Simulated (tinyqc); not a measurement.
Ion implantation: universal nuclear stopping, Lindhard-Scharff electronic stopping and a Gaussian range profile: one step, computed by the program tinyqc.

An ion slows by elastic collisions with screened nuclei and by friction with electrons; channelling is ignored and the target is uniform.

Task: Gaussian profile. C(x) = C_p exp(-(x - R_p)^2/(2 dR_p^2)) with C_p = Q/(sqrt(2 pi) dR_p), 1 nm = 1e-7 cm; the profile falls to the background at x_j = R_p + dR_p sqrt(2 ln(C_p/C_B)); the peak atomic fraction is C_p/N.

Inputs (values chosen for the exercise, modelled on aluminium ions in copper): target density N = 84.9 1/nm^3; dose Q = 1.9e+15 1/cm^2; background C_B = 1.4e+15 1/cm^3.

straggle dR_p = 52.88643 nm

projected range R_p = 173.4141 nm

Give: peak concentration C_p; depth x_j where C falls to C_B; peak atomic fraction.

Result:

peak concentration C_p = 1.433e+20 1/cm^3

Depth x_j where C falls to C_B = 427.4 nm

peak atomic fraction = 0.001688

Caution: the estimates of R_p and dR_p assume mainly nuclear stopping and an ion not much lighter than the target; here they are rough, and for light ions in heavy targets the straggle can be low by a factor of two or more.
